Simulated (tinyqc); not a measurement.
Thickness of the film: ellipsoidal valleys in the axes of a wafer and a channel.

Valleys with axes a along [111], [1-1-1], [-11-1] and [-1-11], one whole valley each; inverse mass tensor w = 1/mt + (1/ml - 1/mt) a a. Device axes: z = nz/|nz|, x = nx/|nx|, y = z cross x; in them a = (ax, ay, az). Confinement mass mz = 1/w_zz. In the plane w_ij is replaced by u_ij = w_ij - w_iz w_jz/w_zz (i, j = x, y); density-of-states mass md = 1/sqrt(det u); conductivity mass along x mc = 1/u_xx; ballistic transport mass mx = u_yy/det u, width mass my = 1/u_yy.

Hard walls: E_n = c (n pi/t)^2/mz, c = hbar^2/2m0, n = 1, 2, 3. Non-degenerate share of a valley proportional to md sum_n exp(-E_n/kT); mean 1/mc = sum of share/mc. 1 nm = 10 angstrom.

Constants: hbar^2/2m0 = 3.80998211 eV angstrom^2; kB = 8.617333262e-05 eV/K.

Inputs chosen for the exercise (near those of the L valleys of Ge; not measured data): ml = 1.637 m0 (longitudinal mass); mt = 0.083 m0 (transverse mass); nz = (2, 1, 0) (surface normal (confinement)); nx = (0, 0, 1) (channel direction); T = 77 K (temperature).

Share of the lowest ladder and mean conductivity mass.

Results:
```
t (nm)  lowest E1 (meV)  spread of E1 (meV)  share of the lowest ladder  mean mc
2.0               487.5               573.4                       1.000   0.3134
3.0               216.7               254.9                       1.000   0.3134
4.0               121.9               143.4                       1.000   0.3134
5.0                78.0                91.7                       1.000   0.3134
7.0                39.8                46.8                       0.999   0.3128
10.0               19.5                22.9                       0.956   0.2938
14.0                9.9                11.7                       0.800   0.2411
```

The spread falls as 1/t^2 and stays above kT = 6.6 meV; the share of the lowest ladder goes from 1.000 to 0.800 and the mean mass goes from 0.3134 to 0.2411, against 0.1791 for equal shares, the limit of a thick film (the bulk value 3/(1/ml + 2/mt) is 0.1214; the two differ since axes are tilted in the x-z plane and in a quantised film no valley carries current across it; once scattering blurs the subbands the bulk value returns). Three subbands a valley become too few once E3 nears kT. In the thinnest rows E1 (488 meV) is beyond the parabolic range, and the Delta valleys can pass below.

(tinyqc, `OMP_NUM_THREADS=1 python tinyqc.py 1880532 1880533 out.jsonl`, Intel(R) Xeon(R) Processor @ 2.30GHz, 1 thread, shared host, about 0.01 s.)
